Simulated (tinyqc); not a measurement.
Effective mass of the conduction band from tabulated energies: one step. Finite differences. Two cases, with inputs chosen for the exercise.

Problem. The band is even in k. m = c k^2/E(k) from the points 1, 2, 4 (k = 0 is point 0); Richardson from points 1 and 2: c/m = [16 E(k1) - E(k2)]/(12 k1^2).

c = hbar^2/2m0. A uniform scatter of up to 0.3 meV has been added to mimic numerical noise.
Constants: hbar^2/2m0 = 3.80998211 eV angstrom^2.

Give: m from points 1, 2, 4; m by Richardson.

Case 1.

Energies along [111], from the band edge:
```
k (1/angstrom)    E (meV)
0.0000000        0.000000
0.0018000        0.739000
0.0036000        3.747800
0.0054000        8.035700
0.0072000       13.936300
0.0090000       21.096100
0.0108000       29.880600
0.0126000       39.000300
0.0144000       49.443400
```

reference mass (curvature of the model at k = 0.0001 1/angstrom) = 0.0134002 m0

Solution.

m from points 1, 2, 4 (m0): [0.01670, 0.01318, 0.01417]

m by Richardson = 0.01834 m0

Errors against the reference: +24.66, -1.68 and +5.76 % and +36.88 %. The extrapolation does not help: a scatter of 0.3 meV is 41 % of the first energy, and the formula weights that point by 4/3.

Case 2.

Energies along [111], from the band edge:
```
k (1/angstrom)    E (meV)
0.0000000        0.000000
0.0051000        1.232600
0.0102000        5.832700
0.0153000       12.805000
0.0204000       22.931800
0.0255000       35.383400
0.0306000       50.779000
0.0357000       67.942100
0.0408000       88.034700
```

reference mass (curvature of the model at k = 0.0001 1/angstrom) = 0.0677000 m0

Solution.

m from points 1, 2, 4 (m0): [0.08040, 0.06796, 0.06914]

m by Richardson = 0.08562 m0

Errors against the reference: +18.76, +0.38 and +2.13 % and +26.47 %. The extrapolation does not help: a scatter of 0.3 meV is 24 % of the first energy, and the formula weights that point by 4/3.

Computed by tinyqc, one run a case: `OMP_NUM_THREADS=1 python tinyqc.py N N+1 out.jsonl` with N = 1851023, 1880467; one thread of a shared Intel(R) Xeon(R) Processor @ 2.30GHz, about 0.01 s a run at most.
